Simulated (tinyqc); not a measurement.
Self-consistent Fermi level with native defects, at growth and after a quench: one step, computed by the program tinyqc.

Energies are counted from the top of the valence band (VBM); when the gap shrinks with temperature the conduction band moves and the levels stay. D and A draw on one reservoir with opposite signs, as the two vacancies of a compound do.

Problem. After the quench to T. E_g(T) = E_g - slope x max(0, T - 300 K). N_c = 2 M_c (2 pi m_e k_B T/h^2)^(3/2) and N_v = 2 (2 pi m_h k_B T/h^2)^(3/2), masses in units of m_0. n = N_c F_1/2((E_F - E_g)/k_B T), p = N_v F_1/2(-E_F/k_B T). F_1/2(eta) = (2/sqrt(pi)) int_0^infinity sqrt(x)/(1 + exp(x - eta)) dx, by the trapezoid rule in t = sqrt(x) with step 0.02 up to t = 12 (for eta < -12 by exp(eta) - exp(2 eta)/2^(3/2)). After a quench the totals of D and A stay as grown, and each is shared among its charge states with weights exp(-(E_f(q, 0) + q E_F)/k_B T). Net charge = p - n + sum q c_q; the log ratio is ln(positive charge/negative charge). E_F is the root of the log ratio, by 50 bisections between -0.5 eV and E_g + 0.5 eV.

Inputs (values chosen for the exercise, with bands modelled on GaP):

| quantity | value | unit |
|---|---|---|
| gap E_g at 300 K | 2.31 | eV |
| slope -dE_g/dT above 300 K | 0.00042 | eV/K |
| electron mass m_e | 0.482 | m_0 |
| valleys M_c | 3 | - |
| hole mass m_h | 0.789 | m_0 |
| growth temperature T_g | 1260 | K |
| temperature of use T | 200 | K |

Added shallow dopant: none.

total D = 1.934840e+19 cm^-3

total A = 1.511330e+18 cm^-3

E_f(q, E_F = 0) (eV): D(+2) -2.214, D(+1) -0.784, D(0) 1.136, A(0) 2.201, A(-1) 3.022, A(-2) 4.392

Constants: m_0 = 9.1093837015e-31 kg; k_B = 1.380649e-23 J/K; h = 6.62607015e-34 J s; k_B = 8.617333262e-05 eV/K.

Give: E_F after the quench; n after the quench; p after the quench; Frozen defects.

Solution.

E_F after the quench = 1.949 eV

n after the quench = 1.102e+10 cm^-3

p after the quench = 7.357e-31 cm^-3

Frozen defects:

| state | c (cm^-3) | share of its total |
|---|---|---|
| D(+2) | 2.514e+05 | 1.300e-14 |
| D(+1) | 3.023e+18 | 1.562e-01 |
| D(0) | 1.633e+19 | 8.438e-01 |
| A(0) | 1.450e-25 | 9.595e-44 |
| A(-1) | 3.868e+03 | 2.559e-15 |
| A(-2) | 1.511e+18 | 1.000e+00 |
